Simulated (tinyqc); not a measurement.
What moves the results: quantum-confined Stark effect in a modulator well. A value that a table varies takes the place of the one given here.

Envelopes on cells of 0.5 angstrom over the well |z| < L/2 and 45 angstrom of barrier on each side, psi = 0 beyond, psi'/m continuous (mean mass between points), c = hbar^2/2m0. The electron sees + e F z and the hole - e F z, each with its offset in the barriers; 1 kV/cm = 1e-5 eV/angstrom. Light holes, band mixing and escape by tunnelling are left out.

Exciton: in-plane function exp(-rho/lam), 1/mu = 1/me + 1/mp, E(lam) = c/(mu lam^2) - (q/eps) times the integral over k of Fm(k)(1 + (k lam/2)^2)^(-3/2), Fm(k) the double integral of psi_e^2 psi_h^2 exp(-k |z - z'|), q = e^2/(4 pi eps0); binding Eb = -E at the minimum. Line at Eg + E_e + E_h - Eb, strength proportional to overlap^2/lam^2.

Constants: hbar^2/2m0 = 3.80998211 eV angstrom^2; e^2/(4 pi eps0) = 14.39964547 eV angstrom; hc = 1239.841984 eV nm.

Values chosen for the exercise (near those of a Ge well in SiGe, direct gap; the results hold for these values, not for the real material):

| symbol | value | unit | meaning |
|---|---|---|---|
| L | 124 | angstrom | well width |
| Vc | 0.356 | eV | conduction offset |
| Vv | 0.114 | eV | heavy-hole offset |
| me | 0.0412 | m0 | electron, well |
| meb | 0.0531 | m0 | electron, barrier |
| mh | 0.209 | m0 | heavy hole along z, well |
| mhb | 0.219 | m0 | heavy hole, barrier |
| Eg | 0.837 | eV | gap of the well |
| mp | 0.066 | m0 | heavy hole in the plane |
| eps | 15.7 |  | dielectric constant |
| Fs | (0, 13, 27, 40, 55, 71, 89) | kV/cm | fields |
| Ls | (50, 66, 84, 104, 126, 150, 170) | angstrom | widths |
| F_L | 39 | kV/cm | field for this table |
| F | 39 | kV/cm | field |

## Raising the field

All quantities anew; shifts from zero field.

Results:

| F (kV/cm) | dE_e (meV) | dE_h (meV) | Eb (meV) | line shift (meV) | overlap^2 | relative strength |
|---|---|---|---|---|---|---|
| 0 | 0.00 | 0.00 | 3.67 | 0.00 | 0.997 | 1.000 |
| 13 | -0.14 | -0.53 | 3.64 | -0.65 | 0.964 | 0.956 |
| 27 | -0.60 | -2.22 | 3.57 | -2.72 | 0.871 | 0.835 |
| 40 | -1.31 | -4.66 | 3.48 | -5.78 | 0.760 | 0.698 |
| 55 | -2.47 | -8.29 | 3.37 | -10.46 | 0.630 | 0.548 |
| 71 | -4.08 | -12.91 | 3.25 | -16.58 | 0.506 | 0.415 |
| 89 | -6.34 | -18.83 | 3.14 | -24.64 | 0.390 | 0.300 |

What can be read from the table?

The line shift grows with exponent 1.97 in F at low field and 1.75 at the end, as the carriers come up against opposite walls and the dipole begins to saturate. The hole gives 79 % of the level shift in the second row and 75 % in the last. The largest shift is 6.7 times the zero-field binding, yet 85 % of the binding survives, since the walls stop the field from pulling the pair apart. Half the strength is gone between 55 and 71 kV/cm.

## Width of the well

Zero-field line, its shift at F_L and the relative strength.

Results:

| L (angstrom) | line at F = 0 (nm) | Eb (meV) | shift (meV) | relative strength | shift x strength (meV) |
|---|---|---|---|---|---|
| 50 | 1262.0 | 4.21 | -0.62 | 0.987 | 0.61 |
| 66 | 1319.4 | 4.08 | -1.06 | 0.971 | 1.03 |
| 84 | 1362.1 | 3.94 | -1.89 | 0.932 | 1.76 |
| 104 | 1393.3 | 3.80 | -3.37 | 0.846 | 2.85 |
| 126 | 1416.0 | 3.66 | -5.76 | 0.692 | 3.99 |
| 150 | 1432.5 | 3.51 | -9.34 | 0.487 | 4.55 |
| 170 | 1442.3 | 3.41 | -13.03 | 0.328 | 4.27 |

What can be read from the table?

The shift grows with exponent 1.92 in L over the first two rows and 2.66 over the last two, against 4 for hard walls at second order; leakage lowers it in narrow wells and saturation in wide ones. The strength falls from 0.99 to 0.33, and the product of the two is largest at 150 angstrom.

## What each parameter does

Zero-field line, shift at F, overlap^2 and Eb at F. Each row changes one parameter from the base and keeps the others.

Results:

| case | line (nm) | shift (meV) | overlap^2 | Eb (meV) |
|---|---|---|---|---|
| base | 1414.3 | -5.51 | 0.769 | 3.49 |
| L = 114 angstrom | 1404.8 | -4.35 | 0.828 | 3.60 |
| F = 31 kV/cm | 1414.3 | -3.55 | 0.838 | 3.54 |
| Vc = 0.285 eV | 1417.2 | -5.65 | 0.761 | 3.46 |
| Vv = 0.143 eV | 1413.8 | -5.19 | 0.785 | 3.51 |
| me = 0.0474 m0 | 1419.2 | -5.53 | 0.762 | 3.70 |
| mh = 0.178 m0 | 1412.9 | -5.34 | 0.787 | 3.49 |
| eps = 14.1 | 1415.5 | -5.46 | 0.769 | 4.18 |

What does this show?

The largest shifts from the base row, up to three for each result and ties (the steps differ in size, so this ranks the rows, not the parameters). line (nm): L -9.5, me +4.9, Vc +2.9; unchanged at the printed digits by F. shift (meV): F +1.96, L +1.16, Vv +0.32. overlap^2: F +0.069, L +0.060, mh +0.019; unchanged at the printed digits by eps. Eb (meV): eps +0.70, me +0.22, L +0.11; unchanged at the printed digits by mh.

Computed by tinyqc, a small Python program: `OMP_NUM_THREADS=1 python tinyqc.py 1282051 1282052 out.jsonl` (the numbers bound the seed that draws the inputs); one thread of a shared host (Intel(R) Xeon(R) Processor @ 2.30GHz), about 0.2 s for the whole set of steps.
